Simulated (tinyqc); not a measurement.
What each parameter of the potential does: deformation potentials from a strained empirical pseudopotential.

Diamond lattice, no spin-orbit coupling. Atomic form factor V(q) = a1 (q^2 - a2)/(a3 exp(a4 q^2) - 1) in rydberg with q in 1/bohr, for the unstrained cell. Under a strain e the reciprocal vectors and k go over into (1 + e)^(-1) G, the atoms sit at +/- tau with tau = (1 + e) a (1,1,1)/8 - zeta a (eyz, ezx, exy)/4, and H(G,G') = c |k + G|^2 delta + (V(q)/det(1 + e)) cos(q.tau), q = G - G', with the term q = 0 left out; c = hbar^2/2m0. The basis is fixed before straining: all G with |k + G|^2 up to 16 (2 pi/a)^2. k is given in units of 2 pi/a of the unstrained cell.

Constants: hbar^2/2m0 = 3.80998211 eV angstrom^2; Ry = 13.60569312 eV; a0 (Bohr radius) = 0.5291772105 angstrom.

Values chosen for the exercise (a germanium-sized cell with gaps well above those of Ge; the results hold for these values, not for the real material):
- a = 5.666 angstrom (lattice constant)
- a1 = 0.396
- a2 = 2.413
- a3 = 2.061
- a4 = 0.458
- kD = 0.82 2 pi/a (position of the Delta minimum)

Gaps from the valence top to level 5 at Gamma and level 5 at (kD,0,0) and L, and their deformation potentials [E(+h) - E(-h)]/(3 ln((1 + h)/(1 - h))) for e = +/- h 1, h = 0.002. The row for the lattice constant keeps V(q) without the volume factor, so it is not a strain.

One parameter was then changed.

Results before and after:
```
case,Gamma (eV),Delta (eV),L (eV),potential Gamma (eV),potential Delta (eV),potential L (eV)
base,1.596,1.199,1.106,-8.81,0.88,-2.86
changed,1.733,1.137,1.124,-8.77,0.94,-2.82
```

Which of these changes was made? (a) a = 5.609 angstrom; (b) a3 = 2.04; (c) a1 = 0.4; (d) a4 = 0.463; (e) a2 = 2.389.

Answer: (e) a2 = 2.389. Of the candidates, run in turn, only this one gives the changed row.

All candidates:
```
case,Gamma (eV),Delta (eV),L (eV),potential Gamma (eV),potential Delta (eV),potential L (eV)
base,1.596,1.199,1.106,-8.81,0.88,-2.86
a = 5.609 angstrom,1.791,0.957,1.050,-8.62,1.18,-2.67
a1 = 0.4,1.619,1.270,1.153,-8.90,0.85,-2.90
a2 = 2.389,1.733,1.137,1.124,-8.77,0.94,-2.82
a3 = 2.04,1.617,1.297,1.168,-8.91,0.86,-2.90
a4 = 0.463,1.537,1.126,1.046,-8.67,0.97,-2.77
```

Computed by tinyqc, a small Python program: `OMP_NUM_THREADS=1 python tinyqc.py 1880293 1880294 out.jsonl` (the numbers bound the seed that draws the inputs); one thread of a shared host (Intel(R) Xeon(R) Processor @ 2.30GHz), about 0.2 s for the whole set of steps.
